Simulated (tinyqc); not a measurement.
Transfer curve: field-effect mobility of a thin-film transistor with band-tail and deep states (multiple trapping). Computed by tinyqc, a small Python program. Command: `OMP_NUM_THREADS=1 python tinyqc.py 3001530 3001531 out.jsonl tft walk`. One thread of a shared host (Intel(R) Xeon(R) Processor @ 2.30GHz), about 0.05 s of CPU time with the checks.

A thick film in accumulation at small drain voltage. Only free electrons move; trapped ones still screen the gate. N_c and mu_0 are held fixed when T changes, leaving out the T^(3/2) growth of N_c. x = E_0 - psi is the distance of the Fermi level below the band edge.

Inputs (values chosen for the exercise, modelled on amorphous silicon):

| quantity | value | unit |
|---|---|---|
| permittivity eps | 11.8 | - |
| effective density of states N_c | 2e+20 | 1/cm^3 |
| band mobility mu_0 | 12 | cm^2/(V s) |
| tail density at the edge g_t | 1.3e+21 | 1/(eV cm^3) |
| tail width E_t | 43 | meV |
| flat-band Fermi level below the edge, E_0 | 0.54 | eV |
| equivalent oxide thickness t | 8.8 | nm |
| temperature T | 300 | K |

Deep states: none.

Constants: k_B = 8.617333262e-05 eV/K; e = 1.602176634e-19 C; eps_0 = 8.8541878128e-12 F/m.

Method:
- F_j(eta) = int_0^infinity x^j/(1 + exp(x - eta)) dx, without a gamma-function factor.
- Integrals over x = E/(k_B T) use 160 Gauss-Legendre points in u = sqrt(x) from 0 to sqrt(max(eta, 0) + 32).
- Free n(x) = N_c (2/sqrt(pi)) F_1/2(-x/k_B T), with F_1/2 from its two-term series in exp(-x/k_B T) for x >= 12 k_B T; tail n_t(x) = int_0^1.2eV g_t exp(-E/E_t)/(1 + exp((x - E)/k_B T)) dE, E counted down from the edge, 120 Gauss-Legendre points; space charge rho(psi) = n + n_t less its value at psi = 0.
- Poisson: F(psi) = sqrt((2 e/(eps eps_0)) int_0^psi rho dpsi'); V_G - V_FB = psi_s + eps F(psi_s) t/3.9; free sheet density N_f = int (n - n(E_0))/F dpsi; induced sheet density N_i = eps eps_0 F(psi_s)/e; trapezoid rule on 301 even points in psi, the first interval left out of N_f.
- mu_eff = mu_0 N_f/N_i; field-effect mobility mu_FE = mu_0 e (dN_f/dV_G)/C_ox and swing S = dV_G/dlog10(N_f), by a central difference of +/- 2 mV in psi_s; C_ox = 3.9 eps_0/t.

Against the band bending:

| psi_s (V) | V_G - V_FB (V) | N_f (1/cm^2) | mu_eff (cm^2/(V s)) | mu_FE (cm^2/(V s)) | S (mV/decade) |
|---|---|---|---|---|---|
| 0.19 | 0.2433 | 5.1102e+08 | 0.0470 | 0.039 | 148 |
| 0.27 | 0.4093 | 4.1797e+09 | 0.1470 | 0.206 | 229 |
| 0.33 | 0.6133 | 2.0796e+10 | 0.3596 | 0.627 | 374 |
| 0.39 | 0.9703 | 1.0369e+11 | 0.8755 | 1.693 | 691 |
| 0.43 | 1.3769 | 3.0041e+11 | 1.5544 | 3.051 | 1111 |
| 0.48 | 2.2692 | 1.1065e+12 | 3.0300 | 5.681 | 2198 |
| 0.51 | 3.1737 | 2.3397e+12 | 4.3037 | 7.555 | 3495 |
| 0.55 | 5.1047 | 5.7940e+12 | 6.2327 | 9.657 | 6769 |
| 0.59 | 8.0896 | 1.2095e+13 | 7.9018 | 10.810 | 12622 |

What follows from these numbers?

The steepest swing among the rows is 148 mV/decade. mu_eff climbs from 0.047 to 7.9, 66 % of mu_0 in the last row. Between rows 6 and 7 N_f scales as (V_G - V_FB - psi_s)^1.88; an exponential tail holding all the charge would give the larger of 1 and 2 E_t/k_B T - 1, here 2.33, and free charge alone 1. The last row needs an oxide field above 5 MV/cm, near or beyond breakdown.
